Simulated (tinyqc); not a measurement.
Worked calculation: Ewald sum of point charges, fcc lattice in a neutralising background. Computed by tinyqc, a small Python program that keeps every step. Command: `OMP_NUM_THREADS=1 python tinyqc.py 29101 29102 out.jsonl` (the two numbers bound the seeds that draw the settings). One thread of a shared host (Intel(R) Xeon(R) Processor @ 2.60GHz), about 0.02 s of CPU time with the checks.

## Ewald sum with eta = 0.267 1/bohr

cell vectors (rows) (bohr):
```
[[0.0000, 6.2050, 6.2050],
 [6.2050, 0.0000, 6.2050],
 [6.2050, 6.2050, 0.0000]]
```

Charges:
```
q           f1      f2      f3
2.0000  0.0000  0.0000  0.0000
```

Real space: 1/2 sum q_i q_j erfc(eta r)/r over all images with r > 0; reciprocal space: (2 pi/V) sum_(G != 0) exp(-G^2/4 eta^2)/G^2 |S(G)|^2 with S(G) = sum q exp(i G.r); self term -eta/sqrt(pi) sum q^2; background -pi Q^2/(2 V eta^2), Q the total charge.

Real-space shells (first ones):
```
r (bohr)  pairs  sum (hartree)
8.7752       12         0.0025
12.4100       6       2.69e-06
15.1991      24       3.01e-08
17.5504      12       4.69e-11
19.6219      24              0
21.4948       8              0
```

Reciprocal shells (first ones that count):
```
G^2 (1/bohr^2)  vectors  sum (hartree)
0.7690                8         0.0369
1.0254                6         0.0084
2.0507               12       2.32e-04
2.8197               24       2.27e-05
3.0761                8       2.83e-06
4.1014                6       4.36e-08
4.8705               24       9.91e-09
5.1268               24       3.83e-09
```

## The total does not depend on eta

The same sums for other eta.

Totals (hartree per cell):
```
eta         real  reciprocal     self  background      total
0.2670    0.0025      0.0456  -0.6026     -0.1845  -0.738898
0.3830  5.48e-06      0.2151  -0.8643     -0.0896  -0.738898
0.4900  3.27e-09      0.4217  -1.1058     -0.0548  -0.738898
```

shortest distance = 8.7752 bohr
